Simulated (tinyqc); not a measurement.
From results back to parameters: optical gain and spontaneous emission in a bulk direct-gap semiconductor. Two cases, with inputs chosen for the exercise.

Problem. The gain spectrum crosses zero at E0 = Eg + Fc + Fv; n = p is hidden.

F_j(eta) = (1/Gamma(j + 1)) integral_0^infinity x^j dx/(1 + exp(x - eta)), which tends to exp(eta) for eta << 0.

Quasi-Fermi levels: n = Nc F_1/2(Fc/kT) and p = Nv F_1/2(Fv/kT), Fc counted up from the conduction edge and Fv down from the valence edge; Nc, Nv from N = 2 (m kB T/(4 pi c))^(3/2) with c = hbar^2/2m0, in 1/angstrom^3; times 1e24 for 1/cm^3, with me and (mhh^(3/2) + mlh^(3/2))^(2/3).

Constants: hbar^2/2m0 = 3.80998211 eV angstrom^2; kB = 8.617333262e-05 eV/K.

Case 1.

Values chosen (near those of GaN; not measured data):
- Eg = 3.429 eV (direct gap)
- me = 0.1984 m0 (electron mass)
- mhh = 1.437 m0 (heavy-hole mass)
- mlh = 0.3004 m0 (light-hole mass)
- T = 400 K

E0 = 3.54661 eV

Case 2.

Values chosen (near those of GaN; not measured data):
- Eg = 3.329 eV (direct gap)
- me = 0.1935 m0 (electron mass)
- mhh = 1.391 m0 (heavy-hole mass)
- mlh = 0.2926 m0 (light-hole mass)
- T = 400 K

E0 = 3.42730 eV

Find: Fc; Fv; n.

Solution. Fc + Fv rises steadily with n, so one n gives E0 - Eg; solve by bisection on ln n.

Case 1.

Fc = 0.150 eV
Fv = -0.033 eV
n = 2.5e+19 1/cm^3

Case 2.

Fc = 0.136 eV
Fv = -0.038 eV
n = 2.1e+19 1/cm^3

Computed by tinyqc, one run a case: `OMP_NUM_THREADS=1 python tinyqc.py N N+1 out.jsonl` with N = 1652286, 1652292; one thread of a shared Intel(R) Xeon(R) Processor @ 2.30GHz, about 0.08 s a run at most.
